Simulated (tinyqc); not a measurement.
# An Irvin curve: changing the peak concentration

Model: sheet resistance and Hall data of a diffused or implanted layer. Computed by tinyqc, a small Python program. Command: `OMP_NUM_THREADS=1 python tinyqc.py 3029822 3029823 out.jsonl layer sweep`. One thread of a shared host (Intel(R) Xeon(R) Processor @ 2.30GHz), about 0.01 s of CPU time with the checks.

Carriers are taken equal to the net active doping down to the junction (full ionisation, which deep dopants in wide-gap hosts do not reach; no spill-over, no depletion), and the Hall factor is 1.

Inputs (values chosen for the exercise, modelled on arsenic in silicon):

| quantity | value | unit |
|---|---|---|
| mu_min | 53.9 | cm^2/(V s) |
| mu_max | 1420 | cm^2/(V s) |
| N_ref | 1e+17 | 1/cm^3 |
| exponent alpha | 0.69 | - |
| length scale l | 1400 | nm |
| background doping N_B (opposite type) | 2.1e+16 | 1/cm^3 |

Profile: Gaussian at the surface. Activation: complete.

Constants: e = 1.602176634e-19 C.

Method:
- N(x) = N_0 exp(-x^2/l^2), dose N_0 l sqrt(pi)/2, junction x_j = l sqrt(ln(N_0/N_B)).
- Mobility mu = mu_min + (mu_max - mu_min)/(1 + (N_t/N_ref)^alpha), N_t = active doping + N_B; carriers n = active doping - N_B, all dopants active.
- Integrals from x_0 (0 unless stated) to x_j by the midpoint rule on 400 even intervals: 1/R_s = e int n mu dx; sheet density n_s = int n dx; Hall sheet density (int n mu dx)^2/int n mu^2 dx; Hall mobility int n mu^2 dx/int n mu dx.
- Mean conductivity 1/(R_s x_j); mean mobility 1/(e n_s R_s).

One run for each value:

| peak concentration N_0 (1/cm^3) | mean conductivity 1/(R_s x_j) (S/cm) | sheet resistance R_s (ohm) | Hall mobility (cm^2/(V s)) | junction depth x_j (nm) | sheet density n_s (1/cm^2) |
|---|---|---|---|---|---|
| 4.20e+17 | 14.932 | 276.38 | 505.60 | 2423.1 | 4.6272e+13 |
| 4.70e+17 | 15.947 | 254.07 | 487.79 | 2468.2 | 5.2392e+13 |
| 5.40e+17 | 17.261 | 229.64 | 466.25 | 2522.7 | 6.0976e+13 |
| 6.10e+17 | 18.475 | 210.64 | 447.79 | 2569.7 | 6.9573e+13 |
| 6.80e+17 | 19.605 | 195.37 | 431.71 | 2610.8 | 7.8181e+13 |
| 7.70e+17 | 20.960 | 179.56 | 413.78 | 2657.0 | 8.9261e+13 |
| 8.70e+17 | 22.357 | 165.56 | 396.68 | 2701.7 | 1.0158e+14 |
| 9.90e+17 | 23.913 | 152.17 | 379.15 | 2748.1 | 1.1638e+14 |
| 1.10e+18 | 25.245 | 142.21 | 365.29 | 2785.5 | 1.2996e+14 |
| 1.30e+18 | 27.482 | 127.96 | 344.14 | 2843.6 | 1.5466e+14 |

Over the rows, mean conductivity 1/(R_s x_j) (S/cm) rises from 14.9 to 27.5 (exponent d ln y / d ln x 0.58 between the first rows and 0.51 between the last); sheet resistance R_s (ohm) falls from 276 to 128 (exponent d ln y / d ln x -0.75 between the first rows and -0.63 between the last); Hall mobility (cm^2/(V s)) falls from 506 to 344 (exponent d ln y / d ln x -0.32 between the first rows and -0.36 between the last).

Extremes, crossings and ranges named in words are read from the listed rows.
